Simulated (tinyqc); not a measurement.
MOS inversion layer, Poisson-Schroedinger loop: mixing schemes compared.

Electrons confined at an insulator interface at z = 0, treated as a hard wall; parabolic valleys, Hartree approximation, no image or exchange terms. The depletion charge lies far deeper than the electrons and gives a uniform field q Nd/(eps0 eps_r); the gate balances all charge. Energies are counted from the band edge at the interface.

V0 = q Nd z/(eps0 eps_r) in eV.

Tridiagonal Hamiltonian with psi = 0 one step beyond both ends: H_ii = C (1/m_(i-1/2) + 1/m_(i+1/2))/hz^2 + V0_i + U_i, H_(i,i+1) = -C/(m_(i+1/2) hz^2), C = hbar^2/(2 m0). The lowest 2 level(s) are kept, normalised to hz sum |psi|^2 = 1. The mass is the same on all intervals.

Level k holds N_k = D_k Vt ln(1 + exp((EF - E_k)/Vt)) with D = 3 md1 m0 q/(pi hbar^2) per eV (spin included); EF is fixed by sum N_k = Ns.

n_i = sum_k N_k |psi_k|^2 (converted to cm^-3). Hartree part by Gauss: on the interval before node i the electrons still beyond are S_i = Ns - hz sum_(j<i) n_j, and U_i = U_(i-1) + q S_i hz/(eps0 eps_r) in eV, U_0 = 0 at the interface. Mixing: U(new) = U + a (U(out) - U).

Rounds from U = 0 until the largest |U(out) - U| is below 1e-7 eV (the round that meets it is counted). Anderson mixing of depth m keeps the last m inputs V and residuals F = V(out) - V(in), fits c by least squares to F = dF c over their successive differences dF, dV, and sets V(new) = V + a F - (dV + a dF) c.

Values chosen for this exercise; masses and permittivity close to those of 4H silicon carbide (0001):
```
symbol   value   unit                                     meaning
T          400      K                                 temperature
eps_r     9.61                              relative permittivity
mz1      0.328     m0  mass along z of valley set A (3 valley(s))
md1      0.425     m0    in-plane density-of-states mass of set A
Ns        3e12  cm^-2                  sheet density of electrons
Nd      1.3e11  cm^-2           sheet density of depletion charge
hz         1.3     nm                                   mesh step
```

Constants: q = 1.602176634e-19 C, kB = 1.380649e-23 J/K, hbar = 1.054571817e-34 J s, m0 = 9.1093837015e-31 kg, Vt = kB T/q, eps0 = 8.8541878128e-14 F/cm where lengths are in cm, hbar^2/(2 m0) = 0.0380998212 eV nm^2. Results are converted to the units shown.

z, node 1 to 18 (nm): 1.3  2.6  3.9  5.2  6.5  7.8  9.1  10.4  11.7  13  14.3  15.6  16.9  18.2  19.5  20.8  22.1  23.4

Rounds needed:
```
a    depth m    rounds
1      plain  over 150
0.8    plain        75
0.6    plain        16
0.4    plain        28
0.2    plain        62
0.1    plain       130
0.5        2        14
0.5        4        12
0.5        8        12
```

What do the numbers show?

Among the plain runs a = 0.6 is fastest, with 16 rounds; larger factors overshoot and smaller ones creep. Not converged within 150 rounds: a = 1. Anderson mixing needs 12 to 14 rounds.

Program tinyqc, `OMP_NUM_THREADS=1 python tinyqc.py 2160040 2160041 out.jsonl`; Intel Xeon 2.30GHz, shared host, one thread, about 0.4 s.
